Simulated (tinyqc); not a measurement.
Series resistance and length offset from two lengths at two overdrives.

Question. In strong inversion R W = Rsd + k(x)(L - dL), k(x) = (1 + th1 x)/(mu0 Cox x), x the overdrive, Cox = eps0 eox/tox, with Rsd and dL independent of x. Find dL, Rsd, mu0 and th1.

Values chosen for this exercise:

| symbol | value | unit | meaning |
|---|---|---|---|
| eox | 3.9 |  | relative permittivity of the gate insulator (close to silicon dioxide) |
| tox | 1.9 | nm | insulator thickness |

Constants: eps0 = 8.8541878128e-14 F/cm where lengths are in cm. Results are converted to the units shown.

total resistance times width (ohm um):

|  | L = 0.098 um | L = 0.77 um |
|---|---|---|
| overdrive 0.56 V | 817.604332 | 5081.48073 |
| overdrive 1.08 V | 607.347892 | 3105.07019 |

Solution. At each overdrive R W is a straight line in L; the two lines cross at L = dL, R W = Rsd. Their slopes give k x = (1 + th1 x)/(mu0 Cox), a straight line in x.

dL = 0.0180 um
Rsd = 310 ohm um
mu0 = 180 cm^2/(V s)
th1 = 0.290 1/V

Numbers from tinyqc (`OMP_NUM_THREADS=1 python tinyqc.py 2210125 2210126 out.jsonl`; about 0.01 s on one thread of a shared Intel Xeon 2.30GHz).
